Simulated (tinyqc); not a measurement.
From results back to parameters: eight-band Kane k.p model. Three cases, with inputs chosen for the exercise.

Problem. In the Kane model 1/m = A_r + Ep (Eg + 2 Dso/3)/(Eg (Eg + Dso)) and the Roth formula gives g* = 2 - 2 Ep Dso/(3 Eg (Eg + Dso)). The mass and the g factor below were computed from hidden Ep and Dso.

Find: X; Y; Ep; Dso.

Method. Let X = 1/m - A_r and Y = (2 - g*)/2. Then X + Y = Ep/Eg and X - 2 Y = Ep/(Eg + Dso).

Case 1.

Values chosen (out of a larger set: near those of InAs; not measured data): Eg = 0.403 eV (gap at Gamma to the s-like level); A_r = 0 (remote-band term in 1/m).

m = 0.0224818 m0
g* = -15.73905

Solution.

X = 44.480
Y = 8.870
Ep = 21.50 eV
Dso = 0.401 eV

Case 2.

Values chosen (out of a larger set: near those of AlAs; not measured data): Eg = 3.049 eV (gap at Gamma to the s-like level); A_r = 0.3 (remote-band term in 1/m).

m = 0.1361459 m0
g* = 1.59357

Solution.

X = 7.045
Y = 0.203
Ep = 22.10 eV
Dso = 0.280 eV

Case 3.

Values chosen (out of a larger set: near those of GaAs; not measured data): Eg = 1.577 eV (gap at Gamma to the s-like level); A_r = 1 (remote-band term in 1/m).

m = 0.0621678 m0
g* = 0.08474

Solution.

X = 15.085
Y = 0.958
Ep = 25.30 eV
Dso = 0.344 eV

Computed by tinyqc, one run a case: `OMP_NUM_THREADS=1 python tinyqc.py N N+1 out.jsonl` with N = 1081486, 1081512, 1081546; one thread of a shared Intel(R) Xeon(R) Processor @ 2.30GHz, about 0.1 s a run at most.
